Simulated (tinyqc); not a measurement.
Carrier lifetime from Shockley-Read-Hall, radiative, Auger and surface recombination: one step, computed by the program tinyqc. Command: `OMP_NUM_THREADS=1 python tinyqc.py 3003795 3003796 out.jsonl lifetime walk`. One thread of a shared host (Intel(R) Xeon(R) Processor @ 2.30GHz), about 0.02 s of CPU time with the checks.

Energies are counted from the top of the valence band. Boltzmann statistics, full ionisation, and equal excess densities of electrons and holes.

Task: Equilibrium densities. N_c = 2 M_c (2 pi m_e k_B T/h^2)^(3/2) and N_v = 2 (2 pi m_h k_B T/h^2)^(3/2), masses in units of m_0. n_i = sqrt(N_c N_v) exp(-E_g/2 k_B T); majority density N/2 + sqrt(N^2/4 + n_i^2), minority density n_i^2 over it.

Inputs (values chosen for the exercise, with bands modelled on InP):
```
quantity,value,unit
gap E_g,1.36,eV
electron mass m_e,0.0764,m_0
valleys M_c,1,-
hole mass m_h,0.61,m_0
temperature T,350,K
doping N,2.3e+18,cm^-3
```

Doping: p-type. Surface term: two equal surfaces.

Constants: m_0 = 9.1093837015e-31 kg; k_B = 1.380649e-23 J/K; h = 6.62607015e-34 J s; k_B = 8.617333262e-05 eV/K.

Give: N_c; N_v; n_i; n_0; p_0.

Result:

N_c = 6.6778e+17 cm^-3

N_v = 1.5066e+19 cm^-3

n_i = 5.1256e+08 cm^-3

n_0 = 0.11422 cm^-3

p_0 = 2.30e+18 cm^-3

Caution: the doping is near the effective density of states, where Boltzmann statistics fail and the gap narrows.
